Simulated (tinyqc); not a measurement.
# Double-gate transistor, scale length and short-channel effects, step by step

Numbers from tinyqc (`OMP_NUM_THREADS=1 python tinyqc.py 2420007 2420008 out.jsonl`; about 0.01 s on one thread of a shared Intel Xeon 2.30GHz). Printed values are rounded.

A body of thickness ts between two insulators of thickness ti and two tied gates. Below threshold the potential that source and drain add obeys Laplace's equation and vanishes on the gate. Its lowest mode decays along the channel as exp(-k y); k is the smallest positive root of the matching condition at the interface, and the scale length is Lambda = pi/k.

Inputs (values chosen for the exercise); permittivities: semiconductor made up, insulator close to that of hafnium oxide:
- T = 325 K (temperature)
- eps_r = 12.5 (relative permittivity of the semiconductor)
- ei = 21.1 (relative permittivity of the insulator)
- ti = 4.2 nm (insulator thickness)
- ts = 8.3 nm (body thickness)
- L = 19 nm (channel length)
- Vbi = 0.93 V (potential of the source)
- sT = 0.52 V (potential of the barrier top at threshold)
- VTL = 0.44 V (long-channel threshold)
- m = 1 (long-channel body factor)
- Vds = 0.7 V (drain voltage)

Constants: q = 1.602176634e-19 C, kB = 1.380649e-23 J/K, Vt = kB T/q. Results are converted to the units shown.

Range of the model: L is under 1.6 Lambda, where higher modes, left out of the one-mode potential, begin to count.

## Scan of the matching condition

k, point 0 to 7 (1/nm): [0.04, 0.08, 0.12, 0.16, 0.2, 0.24, 0.28, 0.32]

f(k) = ei cos(k ti) cos(k ts/2) - eps_r sin(k ti) sin(k ts/2).

f(k), point 0 to 7: [20.1716, 17.4890, 13.3487, 8.2083, 2.6359, -2.7526, -7.3617, -10.6820]

The first change of sign lies between k = 0.2 and 0.24 1/nm.

## Iteration 1: decay constant by Newton steps

k at the start = 0.24 1/nm

f(k) = ei cos(k ti) cos(k ts/2) - eps_r sin(k ti) sin(k ts/2); f' by a central difference with +/- 1e-5 1/nm; k(new) = k - f/f'.

f = -2.75263
f' = -127.324 nm
k after iteration 1 = 0.218381 1/nm

## Iteration 2: decay constant by Newton steps

As before.

f = 0.0996674
f' = -135.828 nm
k after iteration 2 = 0.219115 1/nm

## Course of the iteration: decay constant by Newton steps

Stop when k changes by less than 1e-10 1/nm, or after 30 iterations.

Course of the iteration:
```
iteration  k (1/nm)  |change| (1/nm)
1          0.218381           0.0216
2          0.219115          7.34e-4
3          0.219115          5.86e-7
4          0.219115         3.79e-13
```

Converged in 4 iterations. At the end the number of correct digits about doubles with each step.

## Scale length against simple estimates

k = 0.219115 1/nm

Lambda = pi/k and l = 1/k. A parabolic potential across the structure gives l(parabolic) = sqrt((eps_r/(2 ei)) ts ti (1 + ei ts/(4 eps_r ti))).

Lambda = 14.3376 nm
l = 4.56381 nm
l(parabolic) = 4.35168 nm

The parabolic estimate is 4.6 % below l.

## Threshold shift, barrier position and swing

Along the channel psi(y) = s + a exp(y/l) + b exp(-y/l) with psi(0) = Vbi, psi(L) = Vbi + Vds and l = 1/k = Lambda/pi; with A = Vbi - s, B = A + Vds, x = exp(-L/l): a = (B - A x) x/(1 - x^2), b = (A - B x)/(1 - x^2). The minimum is s + 2 sqrt(a b), at y = (l/2) ln(b/a). The long-channel potential follows the gate as s = sT + (Vg - VTL)/m, and the threshold VT is the gate voltage at which the minimum equals sT. Swing = m Vt ln 10/g at threshold, g = d(minimum)/ds = 1 - (b x + a)/((1 + x) sqrt(a b)).

s at threshold = 0.294845 V
a = 0.0206234 V
b = 0.614532 V
position of the minimum = 7.74577 nm
VT = 0.214845 V
swing = 87.6195 mV/decade

The threshold lies 225 mV below the long-channel value, and the barrier top sits at 0.41 L from the source.
